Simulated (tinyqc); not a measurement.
Worked calculation: UHF in the 3-21g basis, for H2+, spin multiplicity 2. One step of it, computed by the program tinyqc.

Problem. Iteration 12 (converged): orbitals. Diagonalise F' = X^T F X, C = X C', fill 1 alpha and 0 beta electrons from the bottom; D(s) = C_occ C_occ^T. Each column has its largest component positive (the first on a tie).

converged F(alpha) (hartree), order 1H 1s, 1H 2s, 2H 1s, 2H 2s:
$$\begin{pmatrix}
-0.506860 & -0.843812 & -0.628095 & -0.699692 \\
-0.843812 & -0.794271 & -0.699693 & -0.748886 \\
-0.628095 & -0.699693 & -0.506864 & -0.843815 \\
-0.699692 & -0.748886 & -0.843815 & -0.794273
\end{pmatrix}$$

converged F(beta) (hartree), order 1H 1s, 1H 2s, 2H 1s, 2H 2s:
$$\begin{pmatrix}
0.000674 & -0.418575 & -0.292794 & -0.327665 \\
-0.418575 & -0.382890 & -0.327664 & -0.358410 \\
-0.292794 & -0.327664 & 0.000679 & -0.418573 \\
-0.327665 & -0.358410 & -0.418573 & -0.382888
\end{pmatrix}$$

X, order 1H 1s, 1H 2s, 2H 1s, 2H 2s:
$$\begin{pmatrix}
1.240576 & -0.481968 & -0.043044 & 0.031927 \\
-0.481968 & 1.661691 & 0.031927 & -0.684251 \\
-0.043044 & 0.031927 & 1.240576 & -0.481968 \\
0.031927 & -0.684251 & -0.481968 & 1.661691
\end{pmatrix}$$

Give: F' = X^T F X; orbital energies; coefficients C; F' = X^T F X; orbital energies; coefficients C; D(alpha) after iteration 12; D(beta) after iteration 12.

Solution.

F' = X^T F X (alpha) (hartree):
$$\begin{pmatrix}
0.0507 & -0.6631 & -0.3272 & -0.1658 \\
-0.6631 & -0.1083 & -0.1658 & -0.2380 \\
-0.3272 & -0.1658 & 0.0507 & -0.6631 \\
-0.1658 & -0.2380 & -0.6631 & -0.1083
\end{pmatrix}$$

orbital energies (alpha) (hartree): MO1 -1.1409, MO2 -0.2587, MO3 0.5182, MO4 0.7664

coefficients C (alpha), order 1H 1s, 1H 2s, 2H 1s, 2H 2s:
$$\begin{pmatrix}
0.3563 & 0.2724 & 0.8315 & 0.9390 \\
0.2787 & 1.0836 & -0.7080 & -1.3075 \\
0.3563 & -0.2724 & 0.8315 & -0.9390 \\
0.2787 & -1.0836 & -0.7080 & 1.3075
\end{pmatrix}$$

F' = X^T F X (beta) (hartree):
$$\begin{pmatrix}
0.4162 & -0.5015 & -0.1809 & -0.0396 \\
-0.5015 & 0.0256 & -0.0396 & -0.1364 \\
-0.1809 & -0.0396 & 0.4162 & -0.5015 \\
-0.0396 & -0.1364 & -0.5015 & 0.0256
\end{pmatrix}$$

orbital energies (beta) (hartree): MO1 -0.5059, MO2 -0.1310, MO3 0.6303, MO4 0.8900

coefficients C (beta), order 1H 1s, 1H 2s, 2H 1s, 2H 2s:
$$\begin{pmatrix}
0.2423 & -0.1794 & 0.8716 & 0.9611 \\
0.3706 & -1.2061 & -0.6646 & -1.1954 \\
0.2423 & 0.1794 & 0.8716 & -0.9611 \\
0.3706 & 1.2061 & -0.6645 & 1.1955
\end{pmatrix}$$

D(alpha) after iteration 12, order 1H 1s, 1H 2s, 2H 1s, 2H 2s:
$$\begin{pmatrix}
0.1270 & 0.0993 & 0.1270 & 0.0993 \\
0.0993 & 0.0776 & 0.0993 & 0.0776 \\
0.1270 & 0.0993 & 0.1270 & 0.0993 \\
0.0993 & 0.0776 & 0.0993 & 0.0777
\end{pmatrix}$$

D(beta) after iteration 12, order 1H 1s, 1H 2s, 2H 1s, 2H 2s:
$$\begin{pmatrix}
0.0000 & 0.0000 & 0.0000 & 0.0000 \\
0.0000 & 0.0000 & 0.0000 & 0.0000 \\
0.0000 & 0.0000 & 0.0000 & 0.0000 \\
0.0000 & 0.0000 & 0.0000 & 0.0000
\end{pmatrix}$$
